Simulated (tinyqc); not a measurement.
UKS/BP86 in the 6-31g basis, for H2-, spin multiplicity 2, step by step. The basis has no diffuse functions, so it cannot describe the extra electron: this is an exercise in the method, not the real anion. One step of it, computed by the program tinyqc.

Problem. Iteration 2: building the Kohn-Sham matrix. J_ij = sum D_kl (ij|kl) with D = D(alpha) + D(beta); F = H + J + V_xc; E = tr D H + tr D J / 2 + E_xc + E_nn.

D(alpha) after iteration 1:
```
           1H 1s      1H 2s      2H 1s      2H 2s
1H 1s   0.165148   0.268346   0.003513  -0.036984
1H 2s   0.268346   0.839900  -0.036984  -0.493592
2H 1s   0.003513  -0.036984   0.165148   0.268346
2H 2s  -0.036984  -0.493592   0.268346   0.839900
```

D(beta) after iteration 1:
```
          1H 1s     1H 2s     2H 1s     2H 2s
1H 1s  0.082652  0.111601  0.012494  0.038245
1H 2s  0.111601  0.175297  0.038245  0.098596
2H 1s  0.012494  0.038245  0.082652  0.111601
2H 2s  0.038245  0.098596  0.111601  0.175297
```

core Hamiltonian H = T + V (hartree):
```
           1H 1s      1H 2s      2H 1s      2H 2s
1H 1s  -0.710491  -0.779447  -0.313075  -0.481413
1H 2s  -0.779447  -0.817446  -0.481413  -0.643647
2H 1s  -0.313075  -0.481413  -0.710491  -0.779447
2H 2s  -0.481413  -0.643647  -0.779447  -0.817446
```

Two-electron integrals (ij|kl) in chemists' order, unique and non-zero (hartree):
```
(11|11) 1.076566   (21|11) 0.578470   (21|21) 0.329423   (22|11) 0.587396
(22|21) 0.361304   (22|22) 0.453150   (31|11) 0.121323   (31|21) 0.071862
(31|22) 0.083435   (31|31) 0.023575   (32|11) 0.181795   (32|21) 0.114907
(32|22) 0.150877   (32|31) 0.042027   (32|32) 0.090535   (33|11) 0.450122
(33|21) 0.292217   (33|22) 0.405606   (33|31) 0.121323   (33|32) 0.294017
(33|33) 1.076566   (41|11) 0.294017   (41|21) 0.168852   (41|22) 0.187686
(41|31) 0.042027   (41|32) 0.069334   (41|33) 0.181795   (41|41) 0.090535
(42|11) 0.356822   (42|21) 0.222308   (42|22) 0.287031   (42|31) 0.062207
(42|32) 0.123479   (42|33) 0.356822   (42|41) 0.123479   (42|42) 0.206546
(43|11) 0.292217   (43|21) 0.188380   (43|22) 0.259594   (43|31) 0.071862
(43|32) 0.168852   (43|33) 0.578470   (43|41) 0.114907   (43|42) 0.222308
(43|43) 0.329423   (44|11) 0.405606   (44|21) 0.259594   (44|22) 0.357918
(44|31) 0.083435   (44|32) 0.187686   (44|33) 0.587396   (44|41) 0.150877
(44|42) 0.287031   (44|43) 0.361304   (44|44) 0.453150
```

nuclear repulsion = 0.45306268 hartree

V_xc(alpha) (hartree):
```
           1H 1s      1H 2s      2H 1s      2H 2s
1H 1s  -0.575689  -0.318210  -0.081474  -0.168657
1H 2s  -0.318210  -0.343700  -0.168657  -0.242678
2H 1s  -0.081474  -0.168657  -0.575689  -0.318210
2H 2s  -0.168657  -0.242678  -0.318210  -0.343700
```

V_xc(beta) (hartree):
```
           1H 1s      1H 2s      2H 1s      2H 2s
1H 1s  -0.506230  -0.279906  -0.074347  -0.151099
1H 2s  -0.279906  -0.302423  -0.151099  -0.217703
2H 1s  -0.074347  -0.151099  -0.506230  -0.279906
2H 2s  -0.151099  -0.217703  -0.279906  -0.302423
```

E_xc = sum of w rho eps_xc = -0.95884539 hartree

Give: Coulomb J; F(alpha); F(beta); total energy of this density.

Solution.

Coulomb J (hartree):
```
        1H 1s   1H 2s   2H 1s   2H 2s
1H 1s  1.7712  1.0670  0.2906  0.5814
1H 2s  1.0670  1.3181  0.5814  0.9369
2H 1s  0.2906  0.5814  1.7712  1.0670
2H 2s  0.5814  0.9369  1.0670  1.3181
```

F(alpha) (hartree):
```
         1H 1s    1H 2s    2H 1s    2H 2s
1H 1s   0.4851  -0.0307  -0.1040  -0.0686
1H 2s  -0.0307   0.1569  -0.0686   0.0506
2H 1s  -0.1040  -0.0686   0.4851  -0.0307
2H 2s  -0.0686   0.0506  -0.0307   0.1569
```

F(beta) (hartree):
```
         1H 1s    1H 2s    2H 1s    2H 2s
1H 1s   0.5545   0.0076  -0.0968  -0.0511
1H 2s   0.0076   0.1982  -0.0511   0.0756
2H 1s  -0.0968  -0.0511   0.5545   0.0076
2H 2s  -0.0511   0.0756   0.0076   0.1982
```

total energy of this density = -0.982408 hartree

This density is a damped mixture and is not idempotent, and it still holds part of the atomic start, so its energy may lie below the converged one.
